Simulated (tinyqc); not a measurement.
Sputter depth profiling of a dopant layer: erosion rate, quantification and the mixing-roughness response. From apparent junction depth back to mixing length at 1 keV. Computed by tinyqc, a small Python program. Command: `OMP_NUM_THREADS=1 python tinyqc.py 3012753 3012754 out.jsonl sims inv`. One thread of a shared host (Intel(R) Xeon(R) Processor @ 2.30GHz), about 0.4 s of CPU time with the checks.

A rastered ion beam erodes silicon (49.94 atoms per nm^3). The measured profile is the true one convolved with a depth response.

Inputs (values chosen for the exercise, modelled on a dopant in silicon under an oxygen or caesium beam):
```
quantity,value,unit
beam energy E,2.9,keV
beam current,390,nA
raster side,500,um
sputter yield at 1 keV,0.96,-
roughness sigma,0.51,nm
depth of the top edge z0,27,nm
box width b,2.4,nm
box concentration C,1.9e+20,1/cm^3
relative sensitivity factor RSF,2.4e+20,1/cm^3
matrix count rate,1.4e+06,1/s
background count rate,0.37,1/s
counting time per point,2,s
level that defines the junction C_B,7e+16,1/cm^3
```

True profile: box.

Constants: e = 1.602176634e-19 C.

Method:
- Scaling chosen for the exercise: yield Y = Y1 E^0.5, mixing length w = w1 E^0.5 (E in keV).
- Erosion rate = Y I/(e x raster^2 x density); depth step = rate x counting time; concentration = RSF x counts/matrix counts; detection limit = RSF x 3 sqrt(background x time)/(matrix rate x time).
- Mixing alone turns a layer at z0 into (1/w) exp(-(z - z0 + w)/w) for z > z0 - w; roughness adds a Gaussian of width sigma. With x = z - z0 + w: g(x) = (1/(2w)) exp(sigma^2/(2 w^2) - x/w) erfc((sigma/w - x/sigma)/sqrt2), and its integral G(x) = (1/2) erfc(-x/(sigma sqrt2)) - w g(x). Measured: C [G(x) - G(x - b)].
- Find the maximum, the full width at half maximum and the deep point where the profile falls to C_B; far down, the trailing edge decays by w ln(10) per decade.

Question. A run gave the result below. Find the mixing length at 1 keV, known to lie between 1.1 and 2.5 nm.

apparent junction depth = 47.71049 nm

Answer.

Each step takes the trial c = (a f_b - b f_a)/(f_b - f_a), f being the result less the target and a, b, c the logarithms of the listed values; c replaces end b, the old b replaces a if the sign of f changed, and otherwise f_a is halved.

Scan of the range:
```
mixing length at 1 keV (nm),apparent junction depth (nm)
1.10,41.7971
1.26,43.4305
1.45,45.3323
1.66,47.3909
1.90,49.6933
2.18,52.3190
2.50,55.2490
```

False position (Illinois rule, in the logarithm of the input) inside the bracket:
```
step,end a,end b,trial,apparent junction depth (nm)
1,1.66000,1.90000,1.69141,47.6951
2,1.90000,1.69141,1.69292,47.7098
3,1.90000,1.69292,1.69307,47.7111
4,1.69292,1.69307,1.69300,47.7105
```

Apparent junction depth rises at every point of a 13-point scan of the range (every second point is shown), so one value fits; it is bracketed by 1.66 and 1.90. Answer: mixing length at 1 keV = 1.693 nm.
